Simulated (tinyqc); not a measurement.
## Programming of a floating-gate cell by Fowler-Nordheim tunnelling: threshold shift against time

Per tunnel area the floating gate has Ctun = 3.9 eps0/tox to the channel (0 V) and Ccg to the control gate, Ct = Ctun/(1 - ag), no other coupling. With the threshold shift U = -Q/Ccg the field is F = ag (Vg - U)/tox, and dU/dt = J/Ccg. Fowler-Nordheim: J = A F^2 exp(-B/F), A = q^2/(16 pi^2 hbar mo phi) (times 1e14 for A/cm^2 with F in V/nm, emitter mass m0), B = (4/3) sqrt(mo/C) phi^1.5, C = hbar^2/(2 m0).

Exact: exp(B/F(t)) = exp(B/F(0)) + K t, K = A B ag/(Ccg tox), and U = Vg - tox F/ag.

Parameters, values chosen for the exercise; oxide values close to those of silicon dioxide: tunnel barrier phi = 3.02 eV; tunnelling mass mo = 0.41 m0; tunnel oxide thickness tox = 9.7 nm; coupling ratio Ccg/Ct ag = 0.58; threshold shift at the start Vt0 = -2.1 V; control-gate voltage Vg = 16 V.

Constants: q = 1.602176634e-19 C, hbar = 1.054571817e-34 J s, m0 = 9.1093837015e-31 kg, eps0 = 8.8541878128e-14 F/cm where lengths are in cm, hbar^2/(2 m0) = 0.0380998212 eV nm^2. Results are converted to the units shown.

Result of one run:
```
t (s)  F (V/nm)  J (A/cm^2)  U (V)  dU/dlog10 t (V)
0.38     0.7060    4.698e-7  4.193           0.8361
```

What becomes of these results when the time t is changed from 0.38 to 0.0015 s, all else the same?

Result of the changed run:
```
t (s)   F (V/nm)  J (A/cm^2)  U (V)  dU/dlog10 t (V)
0.0015    0.8507    1.723e-4  1.772            1.210
```

The whole series:
```
t (s)    F (V/nm)  J (A/cm^2)    U (V)  dU/dlog10 t (V)
1.5e-7      1.081     0.08657   -2.073          0.06082
9.7e-7      1.073     0.07293   -1.941           0.3313
6.1e-6      1.041     0.03602   -1.415            1.029
3.8e-5     0.9801    0.008062  -0.3920            1.435
0.00024    0.9121    0.001218   0.7454            1.369
0.0015     0.8507    1.723e-4    1.772            1.210
0.0096     0.7960    2.363e-5    2.687            1.063
0.061      0.7481    3.286e-6    3.489           0.9387
0.38       0.7060    4.698e-7    4.193           0.8361
```

U rises from -2.07 to 4.19 V, while J falls by 5.27 decades, at the end as t^(-1.06). Well past t0 = 4.68e-6 s the stored charge chokes the field and U gains only 0.836 V a decade.

Range of the model: Programming fields of 10 MV/cm and more wear the oxide; trapping and the channel potential are ignored.

Program tinyqc, `OMP_NUM_THREADS=1 python tinyqc.py 2130014 2130015 out.jsonl`; Intel Xeon 2.30GHz, shared host, one thread, about 0.01 s.
